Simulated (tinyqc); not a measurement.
Inside a calculation. Method: RHF in the 6-31g basis, for H4, spin multiplicity 1. One step of it, computed by the program tinyqc.

Problem. Orthogonalisation. S = U s U^T; canonical form X = U s^(-1/2), so that X^T S X = 1. Each column of U has its largest component positive (the first on a tie).

overlap S:
```
          1H 1s     1H 2s     2H 1s     2H 2s     3H 1s     3H 2s     4H 1s     4H 2s
1H 1s  1.000000  0.658292  0.421786  0.495467  0.023586  0.164549  0.011618  0.123993
1H 2s  0.658292  1.000000  0.495467  0.840043  0.164549  0.426595  0.123993  0.358358
2H 1s  0.421786  0.495467  1.000000  0.658292  0.011618  0.123993  0.023586  0.164549
2H 2s  0.495467  0.840043  0.658292  1.000000  0.123993  0.358358  0.164549  0.426595
3H 1s  0.023586  0.164549  0.011618  0.123993  1.000000  0.658292  0.421786  0.495467
3H 2s  0.164549  0.426595  0.123993  0.358358  0.658292  1.000000  0.495467  0.840043
4H 1s  0.011618  0.123993  0.023586  0.164549  0.421786  0.495467  1.000000  0.658292
4H 2s  0.123993  0.358358  0.164549  0.426595  0.495467  0.840043  0.658292  1.000000
```

Give: eigenvalues of S; X.

Solution.

eigenvalues of S: 0.0621  0.1369  0.3399  0.4849  0.5959  0.6814  2.1018  3.5970

X:
```
             1        2        3        4        5        6        7       8
1H 1s  -0.4730  -0.5532  -0.5464   0.5954   0.6295   0.5526   0.2658  0.1473
1H 2s   1.9504   1.2328   0.6610  -0.4013   0.1527   0.2480   0.2197  0.2186
2H 1s   0.4730   0.5532  -0.5464   0.5954  -0.6295  -0.5526   0.2658  0.1473
2H 2s  -1.9504  -1.2328   0.6610  -0.4013  -0.1527  -0.2480   0.2197  0.2186
3H 1s   0.4730  -0.5532   0.5464   0.5954  -0.6295   0.5526  -0.2658  0.1473
3H 2s  -1.9504   1.2328  -0.6610  -0.4013  -0.1527   0.2480  -0.2197  0.2186
4H 1s  -0.4730   0.5532   0.5464   0.5954   0.6295  -0.5526  -0.2658  0.1473
4H 2s   1.9504  -1.2328  -0.6610  -0.4013   0.1527  -0.2480  -0.2197  0.2186
```
